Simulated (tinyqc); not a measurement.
Resistance of a source-drain extension with a graded tip: one step of the calculation.

y runs along the channel, the gate covers y > 0. The doping is N0 for y < y0 and N0 10^(-(y - y0)/la) beyond, uniform over the depth xj. Sheet conductance s(y) = q mu(N) max(N - Nch, 0) xj + (for y > 0) ma Cox Vo, with mu(N) = u0 + (u1 - u0)/(1 + (N/Nr)^au) and Cox = eps0 eox/tox. Current is taken as one-dimensional; depletion of the tip, spreading and the contact are left out. The metallurgical junction lies at yj, where N = Nch.

Problem. Sheet resistances and junction position. yj = y0 + la log10(N0/Nch); sheet resistance of the full extension 1/[q mu(N0)(N0 - Nch) xj] and of the gate-induced layer 1/(ma Cox Vo); metallurgical length Lg - 2 yj; ye is where the doped and the gate-induced conductances are equal.

Values chosen for this exercise; mobility law close to that of electrons in silicon: relative permittivity of the gate insulator (close to aluminium oxide) eox = 9.21; insulator thickness tox = 7.8 nm; active doping of the extension far from the gate N0 = 1.5e20 cm^-3; lateral abruptness la = 5.9 nm/decade; position under the gate where the fall begins (gate edge at 0) y0 = 4.9 nm; depth of the extension xj = 12 nm; channel doping Nch = 1.6e18 cm^-3; gate overdrive Vo = 0.33 V; mobility of the gate-induced layer ma = 230 cm^2/(V s); mobility at low doping u1 = 1414 cm^2/(V s); mobility at high doping u0 = 68.5 cm^2/(V s); reference doping Nr = 9.2e16 cm^-3; exponent au = 0.711; gate length Lg = 45 nm.

Constants: q = 1.602176634e-19 C, eps0 = 8.8541878128e-14 F/cm where lengths are in cm. Results are converted to the units shown.

Give: yj; sheet resistance of the extension; sheet resistance of the induced layer; metallurgical length; ye; N at ye.

Solution.

yj = 16.53 nm
sheet resistance of the extension = 464.5 ohm/square
sheet resistance of the induced layer = 1.260e4 ohm/square
metallurgical length = 11.93 nm
ye = 13.97 nm
N at ye = 4.352e18 cm^-3

The gate takes over 2.56 nm before the junction, where N is still 2.72 times the channel doping.

Computed by the program tinyqc: `OMP_NUM_THREADS=1 python tinyqc.py 2282198 2282199 out.jsonl`, one thread of a shared Intel Xeon 2.30GHz, about 0.04 s for the whole run.
